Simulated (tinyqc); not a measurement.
# Field length and prefactor from two substrate currents

Question. For Em = (Vd - Vdsat)/l, Isub/Id = (Ai/Bi)(Vd - Vdsat) exp(-Bi l/(Vd - Vdsat)), and l = sqrt(3 tox xj). Find l, Ai and xj.

Values chosen for this exercise: oxide thickness tox = 25 nm; ionisation field Bi = 1.62 MV/cm.

Isub/Id at Vd - Vdsat = 3.5 and 4.8 V: 6.05399836e-4  0.00918084747

Solution. ln[Isub/(Id (Vd - Vdsat))] is linear in 1/(Vd - Vdsat) with slope -Bi l.

l = 191.7 nm
Ai = 2.000e6 1/cm
xj = 490.0 nm

Computed by the program tinyqc: `OMP_NUM_THREADS=1 python tinyqc.py 2550095 2550096 out.jsonl`, one thread of a shared Intel Xeon 2.30GHz, about 0.01 s for the whole run.
